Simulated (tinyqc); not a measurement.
# MOSFET in saturation, small-signal circuit and noise: several studies

Bias by the inversion coefficient IC = I/Ispec (charge-based model with velocity saturation; weak inversion below 0.1, strong above 10). Common-source circuit: gm, gds, Cgs, Cgd and Cj at the inner nodes, Rg in series with the gate; quasi-static, no source or drain resistance, no gate-body capacitance, no substrate network, no induced gate noise, so fmax is an upper estimate.

Values chosen for this exercise: temperature T = 300 K; gate length L = 28 nm; total gate width W = 20 um; gate capacitance Cox = 0.85 uF/cm^2; mobility mu = 130 cm^2/(V s); slope factor n = 1.18; velocity-saturation length Ls = 15 nm; ratio gds/gm sg = 0.12; overlap and fringe capacitance per side Cov = 0.32 fF/um; drain junction capacitance Cj = 0.87 fF/um; sheet resistance of the gate Rsh = 5 ohm; finger width Wf = 4 um; gate contact and vertical resistance Rc = 100 ohm um; inversion coefficient IC = 3.5; short-channel excess of the noise factor gw = 0.05; oxide trap density Nt = 1.1e18 cm^-3 eV^-1; tunnelling length into the oxide lt = 0.1 nm; Coulomb scattering coefficient ac = 0 V s/C.

Constants: q = 1.602176634e-19 C, kB = 1.380649e-23 J/K, Vt = kB T/q. Results are converted to the units shown.

Each table varies one quantity; the others keep the values above.

## Effect of the overlap and fringe capacitance per side on speed and noise

Ispec = 2 n mu Cox (W/L) Vt^2, lc = Ls/L, gms = [sqrt((lc IC + 1)^2 + 4 IC) - 1]/[2 + lc (lc IC + 1)], gm = gms Ispec/(n Vt), gds = sg gm. qs = [sqrt(1 + 4 IC) - 1]/2, Cgs = Cox W L qs (2 qs + 3)/(3 (qs + 1)^2) + Cov W, Cgd = Cov W, Cd = Cj W, Rg = Rsh (Wf/L)/(12 Nf) + Rc/W with Nf = W/Wf fingers (not rounded) contacted at both ends. fT = gm/(2 pi (Cgs + Cgd)), fmax = fT/(2 sqrt(Rg (gds + 2 pi fT Cgd))). Channel noise Sid = 4 kB T gam n gm with gam = (1/2 + (2/3) qs)/(1 + qs) + gw lc IC, qs = [sqrt(1 + 4 IC) - 1]/2, lc = Ls/L (the last term an empirical rise with velocity saturation); at the gate, white noise Sw = Sid/gm^2 + 4 kB T Rg. Number fluctuation with correlated mobility: S(f) = K/f, K = q^2 Vt lt Nt/(W L Cox^2) (1 + ac mu Cox I/gm)^2, Vt in eV with Nt per eV. Corner fc = K/Sw. IC is held fixed.

The same in every row: I (uA) = 435.7; Rg (ohm) = 16.90; sqrt(Sw) (nV/Hz^0.5) = 1.854; fc (MHz) = 525.1.

Results:
```
Cov (fF/um)  fT (GHz)  fmax (GHz)
0.05            160.3       499.8
0.15            82.65       220.8
0.25            55.67       142.3
0.45            33.68       83.28
0.55            28.13       68.99
0.65            24.15       58.88
```

Estimate the missing row, Cov = 0.35 fF/um.

Computed row:
```
Cov (fF/um)  fT (GHz)  fmax (GHz)
0.35            41.97       105.1
```

With this row back in the table: As Cov goes from 0.05 to 0.65 fF/um, fT falls from 160 to 24.1 GHz, fmax falls from 500 to 58.9 GHz, the white noise stays at 1.85 nV/Hz^0.5 and the corner stays at 525 MHz.

## Effect of the total gate width on speed and noise

Same model as above.

Corner fc = K/Sw. IC is held fixed.

The same in every row: fT (GHz) = 45.32; fmax (GHz) = 114.0; fc (MHz) = 525.1.

Effect of the total gate width on speed and noise:
```
W (um)  I (uA)  Rg (ohm)  sqrt(Sw) (nV/Hz^0.5)
2        43.57     169.0                 5.862
4.3      93.68     78.63                 3.998
9.3      202.6     36.35                 2.718
20       435.7     16.90                 1.854
43       936.8     7.863                 1.264
93        2026     3.635                0.8596
200       4357     1.690                0.5862
```

As W goes from 2 to 200 um, fT stays at 45.3 GHz, fmax stays at 114 GHz, the white noise falls from 5.86 to 0.586 nV/Hz^0.5 and the corner stays at 525 MHz. Current, gm and capacitances scale with W and Rg with 1/W, so the frequencies stay while both noise powers fall as 1/W.

## Gains against frequency

Inner admittances at w = 2 pi f: y11 = i w (Cgs + Cgd), y12 = -i w Cgd, y21 = gm - i w Cgd, y22 = gds + i w (Cgd + Cd). Invert to Z, add Rg to Z11 and invert back to Y. |h21| = |Y21/Y11|; U = |Y21 - Y12|^2/(4 [Re Y11 Re Y22 - Re Y12 Re Y21]). MSG = |Y21/Y12|; stability factor k = [2 Re Y11 Re Y22 - Re(Y12 Y21)]/|Y12 Y21|.

The same in every row: f sqrt(U) (GHz) = 114.01.

Gains against frequency:
```
f (GHz)  |h21| (dB)  U (dB)  MSG (dB)          k
0.45         40.061  48.074    23.745  0.0060667
0.85         34.537  42.550    20.984   0.011459
1.6          29.044  37.056    18.237   0.021568
3            23.586  31.596    15.508   0.040429
5.5          18.330  26.331    12.880   0.074051
10           13.163  21.139    10.297    0.13423
19           7.6860  15.563    7.5580    0.25218
36           2.4682  10.012    4.9491    0.45983
```

Over the table |h21| falls by 19.8 dB a decade, U by 20.0 and MSG by 9.88. The product f sqrt(U) stays at 114 GHz, against fmax = 114 GHz from the formula. k stays below one in all rows, so the device is only conditionally stable.

## From weak to strong inversion

Same model as above.

The last column is the figure of merit (gm/I) fT.

From weak to strong inversion:
```
IC    I (uA)  gm/I (1/V)  fT (GHz)  fmax (GHz)  (gm/I) fT (THz/V)
0.01  1.2449      32.357   0.49905      12.162           0.016148
0.03  3.7347      31.566    1.4507      20.722           0.045792
0.1   12.449      29.251    4.3945      35.996            0.12854
0.3   37.347      24.840    10.804      56.239            0.26837
1     124.49      17.671    24.336      83.956            0.43004
3     373.47      10.730    42.563      110.54            0.45672
10    1244.9      4.8316    62.046      133.04            0.29978
30    3734.7      1.8906    71.738      142.80            0.13563
100    12449     0.59949    75.138      146.00           0.045044
```

The efficiency gm/I falls from 32.4 to 0.599 1/V while fT rises from 0.499 to 75.1 GHz; fT goes as IC^(0.97) at the start and IC^(0.04) at the end (1/2 for a long channel, 0 at full velocity saturation, which sets in near IC = 1/lc^2 = 3.48). Their product goes from 0.0161 through a maximum of 0.457 (at IC = 3 among the rows listed) to 0.0450 THz/V. For IC = 0.01 to 0.3 fmax exceeds 4 fT, where channel resistance and substrate losses, left out here, would cap it.

Program tinyqc, `OMP_NUM_THREADS=1 python tinyqc.py 2150039 2150040 out.jsonl`; Intel Xeon 2.30GHz, shared host, one thread, about 0.01 s.
